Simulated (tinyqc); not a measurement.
Rate against the binding of B: microkinetic model of a Langmuir-Hinshelwood surface reaction A + (1/2) B2 = AB with Bronsted-Evans-Polanyi barriers. Computed by tinyqc, a small Python program. Command: `OMP_NUM_THREADS=1 python tinyqc.py 3023949 3023950 out.jsonl microkin walk`. One thread of a shared host (Intel(R) Xeon(R) Processor @ 2.30GHz), about 0.01 s of CPU time with the checks.

A adsorbs in equilibrium; B2 dissociates irreversibly on two free sites; adsorbed A and B react irreversibly and AB leaves at once. theta_A + theta_B + theta_* = 1.

Inputs (values chosen for the exercise, for a model catalyst):
```
quantity                              value   unit
adsorption energy of A, E_A           -1.16     eV
entropy loss of A, S_A                  1.3  meV/K
entropy loss of B2, S_B                   2  meV/K
slope a1 of the dissociation barrier   0.56      -
intercept b1                              1     eV
slope a2 of the reaction barrier       0.47      -
intercept b2                           0.29     eV
pressure p_A                          0.058    bar
pressure p_B                          0.021    bar
temperature T                           825      K
```

Constants: k_B = 8.617333262e-05 eV/K; hbar = 6.582119569e-16 eV s.

Method. K_A = exp(-(E_A + T S_A)/(k_B T)) per bar; barriers E1 = max(b1 + a1 2 E_B, 0), E2 = b2 - a2 (E_A + E_B); k1 = (k_B T/h) exp(-S_B/k_B) exp(-E1/(k_B T)) per bar, k2 = (k_B T/h) exp(-E2/(k_B T)), h = 2 pi hbar. theta_A = K_A p_A theta_*; 2 k1 p_B theta_*^2 = k2 theta_A theta_B, so theta_B = w theta_* with w = 2 k1 p_B/(k2 K_A p_A); theta_* = 1/(1 + K_A p_A + w); rate r = k2 theta_A theta_B.

Changing E_B at fixed E_A:
```
E_B (eV)  E1 (eV)  E2 (eV)  theta_*  theta_A     theta_B  log10 r
-2.40           0   1.9632  0.05400  0.01072  9.3528e-01  -0.7563
-2.10           0   1.8222  0.27916  0.05544  6.6541e-01   0.6707
-1.80           0   1.6812  0.65505  0.13008  2.1487e-01   1.4115
-1.50           0   1.5402  0.80404  0.15967  3.6293e-02   1.5895
-1.25           0   1.4227  0.82834  0.16450  7.1610e-03   1.6154
-1.00           0   1.3052  0.83317  0.16546  1.3795e-03   1.6204
-0.75        0.16   1.1877  0.83429  0.16568  2.7867e-05   0.6442
-0.50        0.44   1.0702  0.83432  0.16568  1.0396e-07  -1.0662
-0.25        0.72   0.9527  0.83432  0.16568  3.8779e-10  -2.7767
0.00         1.00   0.8352  0.83432  0.16568  1.4466e-12  -4.4872
```

The two highest rows differ by no more than 0.01 in log10 r. On the weak-binding side log10 r falls by 6.8 per eV, from the dissociation barrier (2 a1/(k_B T ln 10) = 6.8). On the strong-binding side B fills the surface and the rate falls again: the Sabatier volcano.

Extremes, crossings and ranges named in words are read from the listed rows.
